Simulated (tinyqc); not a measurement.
Density dependence: plasmons of a degenerate electron gas in the random-phase approximation.

Zero temperature, parabolic band: kF = (3 pi^2 n)^(1/3), EF = c kF^2/m, Ep^2 = 8 pi c e2 n/(m eb), qTF^2 = 6 pi e2 n/(eb EF), c = hbar^2/2m0, e2 = e^2/(4 pi eps0), n in 1/angstrom^3 (1e-24 per 1/cm^3).

Lindhard function: eps(q, E)/eb = 1 + (qTF/q)^2 (f1 + i f2) with z = q/(2 kF), u = E/(hbar vF q), hbar vF = 2 c kF/m; f1 = 1/2 + [h(z - u) + h(z + u)]/(8 z), h(x) = (1 - x^2) ln|(x + 1)/(x - 1)|; f2 = pi u/2 for z + u < 1, (pi/(8 z))(1 - (z - u)^2) for |z - u| < 1 < z + u, else 0. Pairs exist for c (q^2 - 2 q kF)/m < E < c (q^2 + 2 q kF)/m.

Constants: hbar^2/2m0 = 3.80998211 eV angstrom^2; e^2/(4 pi eps0) = 14.39964547 eV angstrom; a0 (Bohr radius) = 0.5291772105 angstrom.

Inputs chosen for the exercise (out of a larger set: mass and background constant near those of GaSb; polar phonons, which mix with the plasmon in the real crystal, and the rise of the mass with filling are left out, as are the L valleys, which fill above about 0.08 eV; not measured data): n = 2e+19 1/cm^3 (electron density); m = 0.0413 m0 (mass); eb = 14.9 (background dielectric constant).

n is multiplied by the factor listed.

Results:
```
factor     rs  EF (meV)  Ep (meV)  Ep/EF  qc/kF  alpha = 3 EF/(5 Ep)
0.10    0.258     140.2     66.94  0.478  0.330                1.256
0.20    0.205     222.5     94.67  0.426  0.302                1.410
1.0     0.120     650.5     211.7  0.325  0.243                1.844
2.0     0.095      1033     299.4  0.290  0.222                2.070
5.0     0.070      1902     473.4  0.249  0.196                2.411
10      0.056      3020     669.4  0.222  0.178                2.706
```

Give the missing row, factor = 0.50.

Computed row:
```
factor     rs  EF (meV)  Ep (meV)  Ep/EF  qc/kF  alpha = 3 EF/(5 Ep)
0.50    0.151     409.8     149.7  0.365  0.267                1.643
```

Over two decades Ep grows by 10.0 (n^(1/2)) and EF by 21.5 (n^(2/3)), so Ep/EF falls from 0.478 to 0.222 as sqrt(rs), and qc/kF from 0.330 to 0.178: in a dense gas the plasmon enters the continuum earlier on the scale of kF. alpha is the coefficient in E = Ep + alpha hbar^2 q^2/(m m0).

Program tinyqc; command `OMP_NUM_THREADS=1 python tinyqc.py 1681662 1681663 out.jsonl`; about 0.01 s on one thread of a shared Intel(R) Xeon(R) Processor @ 2.30GHz.
